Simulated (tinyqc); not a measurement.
Inside a calculation. Method: Jacobi rotations on a symmetric matrix. Computed by tinyqc, a small Python program that keeps every step. Settings: method = jacobi. Command: `OMP_NUM_THREADS=1 python tinyqc.py 28442 28443 out.jsonl` (the two numbers bound the seeds that draw the settings). One thread of a shared host (Intel(R) Xeon(R) Processor @ 2.60GHz), about 0.01 s of CPU time with the checks.

## Jacobi rotation 1

A:
```
           1          2          3          4
1   2.658000  -0.390000  -0.343000   0.128000
2  -0.390000   3.154000   0.065000  -0.138000
3  -0.343000   0.065000   4.237000   0.432000
4   0.128000  -0.138000   0.432000   4.630000
```

Take the largest off-diagonal element A_pq; tan 2 theta = 2 A_pq / (A_qq - A_pp) with |theta| <= pi/4; A' = J^T A J with J_pp = J_qq = cos, J_pq = sin, J_qp = -sin.

p, q, theta (rad): 3.000000  4.000000  0.571954

A':
```
           1          2          3          4
1   2.658000  -0.390000  -0.357693  -0.078029
2  -0.390000   3.154000   0.129351  -0.080854
3  -0.357693   0.129351   3.958909   0.000000
4  -0.078029  -0.080854   0.000000   4.908091
```

## Jacobi rotation 2

As before.

p, q, theta (rad): 1.000000  2.000000  -0.502200

A':
```
           1          2          3          4
1   2.443827   0.000000  -0.251264  -0.107314
2   0.000000   3.368173   0.285557  -0.033311
3  -0.251264   0.285557   3.958909   0.000000
4  -0.107314  -0.033311   0.000000   4.908091
```

## All rotations

The off-diagonal norm falls at every rotation.

Rotations:
```
step  p  q      theta  off-diagonal norm
1     3  4   0.571954           7.87e-01
2     1  2  -0.502200           5.61e-01
3     2  3   0.384255           3.89e-01
4     1  3  -0.139153           2.07e-01
5     1  4  -0.043150           1.40e-01
6     1  2   0.106902           5.28e-02
7     2  4  -0.021002           1.95e-02
8     2  3  -0.015286           6.91e-03
9     1  4   0.001478           4.48e-03
10    3  4   0.003460           2.12e-03
11    1  3   0.000875           1.55e-04
12    1  2   0.000117           6.09e-05
13    2  4   0.000026           7.32e-06
14    1  4   2.06e-06           8.45e-08
15    2  3  -7.05e-08           6.41e-09
16    3  4   5.62e-09           1.90e-10
```

eigenvalues: 2.396674  3.261639  4.107190  4.913498
